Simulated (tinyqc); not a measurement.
Drifting, spreading and decaying minority pulse (Haynes-Shockley), backward Euler time steps: one step of the calculation.

Low injection in a uniform field: dn/dt = D d2n/dx2 - v dn/dx - n/tau with D = mu Vt and v = mu F towards +x. Exact solution on an infinite bar for a Gaussian start at x0: n = N0 exp(-t/tau) exp(-(x - x0 - v t)^2/(2 s^2))/sqrt(2 pi s^2), s^2 = s0^2 + 2 D t.

Question. Densities after a time step. (L n)_i = a n_(i-1) + b n_i + c n_(i+1), n = 0 beyond the ends. Backward Euler step: solve n(new) - L n(new) = n.

a = 1.2784931
b = -2.0534905
c = 0.75402973
n at t = 1 dt, node 1 to 13 (in units of 1e12 cm^-3): 0.8766038  2.7071711  5.4736451  7.3805038  6.6838216  4.3573327  2.3096654  1.1223798  0.5338784  0.2531686  0.1198194  0.0559535  0.0234277

Find: n at t = 2 dt.

Answer.

n at t = 2 dt, node 1 to 13 (in units of 1e12 cm^-3): 0.8432  2.2519  4.0994  5.5233  5.6282  4.5626  3.1548  1.9763  1.1654  0.6606  0.3633  0.1922  0.0881

tinyqc, about 0.01 s, one thread, Intel Xeon 2.30GHz (shared host): `OMP_NUM_THREADS=1 python tinyqc.py 2310004 2310005 out.jsonl`
